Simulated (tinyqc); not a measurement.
Worked calculation: Koster-Slater impurity in an sp3s* host. Values are carried at full precision from step to step, so a last printed digit may differ when a step is redone from the rounded ones.

sp3s* tight binding, nearest neighbours only: anion (a) at 0, cation (c) at a/4 (1,1,1), orbitals s, px, py, pz, s* on each; k in units of 2 pi/a. With phases e_j = exp(i (pi/2) k.n_j) for n = (1,1,1), (1,-1,-1), (-1,1,-1), (-1,-1,1): g0 = (e1+e2+e3+e4)/4, g1 = (e1+e2-e3-e4)/4, g2 = (e1-e2+e3-e4)/4, g3 = (e1-e2-e3+e4)/4. The diagonal holds the levels Esa, Epa, Exa (s*) and Esc, Epc, Exc. Anion-cation block: <sa|sc> = Vss g0; <sa|xc> = Vsapc g1; <xa|sc> = -Vscpa g1; <xa|xc> = Vxx g0; <xa|yc> = <ya|xc> = Vxy g3, <xa|zc> = <za|xc> = Vxy g2, <ya|zc> = <za|yc> = Vxy g1; <s*a|xc> = Vxapc g1; <xa|s*c> = -Vpaxc g1; y and z take g2 and g3 in place of g1; s-s* and s*-s* vanish.

Values chosen for the exercise (out of a larger set: near a published set for Ge; not measured data):

| symbol | value | unit | meaning |
|---|---|---|---|
| p | (-5.893, 1.598, -5.893, 1.598, 6.345, 6.345, -6.756, 1.614, 4.915, 5.478, 5.478, 5.26, 5.26) | eV | order Esa, Epa, Esc, Epc, Exa, Exc, Vss, Vxx, Vxy, Vsapc, Vscpa, Vxapc, Vpaxc |
| N | 5 |  | mesh |
| V | -4.5 | eV | shift of the s level |

## The gap of the host

Gaps from the top of the valence band to Gamma, to the minimum on (x,0,0) from 0.5 to 1, and to L; the smallest is Eg.

top of the valence band on the scale of the parameters = -0.0160 eV

gaps (eV): Gamma 0.8790, Delta 0.7576, L 0.7460

Eg (smallest gap of the host) = 0.7460 eV

## Where the weight lies

A defect on an anion site (a) shifts the s level there by Vs or the three p levels by Vp and leaves the rest. A level in the gap solves 1/Vs = G_s(E) (symmetry A1) or 1/Vp = G_p(E) (T2, threefold), with G(E) = (1/N^3) sum over k and bands of w/(E - e), where w is the weight of the state on the s orbital of that site, or the mean weight on its px, py, pz. Mesh: k = f1 (-1,1,1) + f2 (1,-1,1) + f3 (1,1,-1), f = (j + 1/2)/N, j = 0 to N - 1. Energies from the top of the valence band at Gamma; the s* orbital of the site is left as it is. An infinite shift removes the s or p orbitals, the model of the ideal vacancy: G(E) = 0.

For each band: mean energy over the mesh and summed weights; each column of weights adds to one.

Bands:

| band | mean energy (eV) | s weight | p weight |
|---|---|---|---|
| 1 | -10.784 | 0.4289 | 0.0219 |
| 2 | -7.064 | 0.2563 | 0.0735 |
| 3 | -2.637 | 0.0077 | 0.1637 |
| 4 | -2.112 | 0.0039 | 0.1652 |
| 5 | 1.108 | 0.1730 | 0.0644 |
| 6 | 1.671 | 0.0970 | 0.0733 |
| 7 | 5.341 | 0.0004 | 0.1647 |
| 8 | 5.810 | 0.0003 | 0.1613 |
| 9 | 9.175 | 0.0191 | 0.0449 |
| 10 | 10.144 | 0.0134 | 0.0672 |

The filled bands hold 0.697 of the s orbital and 0.424 of each p orbital of the anion. Filled states add positive terms to G in the gap and empty ones negative terms.

## Green functions across the gap

G at nine energies E = Eg j/8.

G(E) (1/eV):

| E (eV) | G_s | G_p |
|---|---|---|
| 0.0000 | -0.14745 | 0.01459 |
| 0.0933 | -0.16953 | -0.01103 |
| 0.1865 | -0.19608 | -0.03450 |
| 0.2798 | -0.22888 | -0.05854 |
| 0.3730 | -0.27083 | -0.08517 |
| 0.4663 | -0.32713 | -0.11698 |
| 0.5595 | -0.40849 | -0.15861 |
| 0.6528 | -0.54354 | -0.22151 |
| 0.7460 | -699604300610.00000 | -109109832812.00000 |

Both fall with E, as dG/dE = -sum w/(E - e)^2 demands. G_s keeps its sign, so the vacancy has no level of this symmetry in the gap. G_p changes sign, so the vacancy has a level of this symmetry in the gap.

## A first estimate from the table

A defect that shifts the s level of its anion site by V has a level where the host Green function G_s(E) equals 1/V; E is counted from the top of the valence band. Find it by linear interpolation between the two rows that bracket it.

1/V = -0.22222 1/eV
estimated level = 0.261 eV

## The level and its weight on the defect

Solve by bisection with the full sum. The weight of the bound state on the shifted orbital is G^2/(-G'), which is also dE/dV.

level = 0.2625 eV
G'(E) = -0.37691 1/eV^2
weight on the defect orbital = 0.1310

The level lies 0.262 eV above the valence band and 0.484 eV below the conduction band. Only 13.1 % of it sits on the shifted orbital, the rest on other orbitals (the s* of the same site among them), so a shift of 1 eV moves the level by about 131 meV.

## Checks

- Sum of the s weights over all bands against one: both 1.00000.
- First moment of the s weights against the s level of the site, on the scale of the parameters: both -5.89300.

Computed by tinyqc, a small Python program: `OMP_NUM_THREADS=1 python tinyqc.py 1480478 1480479 out.jsonl` (the numbers bound the seed that draws the inputs); one thread of a shared host (Intel(R) Xeon(R) Processor @ 2.30GHz), about 0.05 s for the whole set of steps.
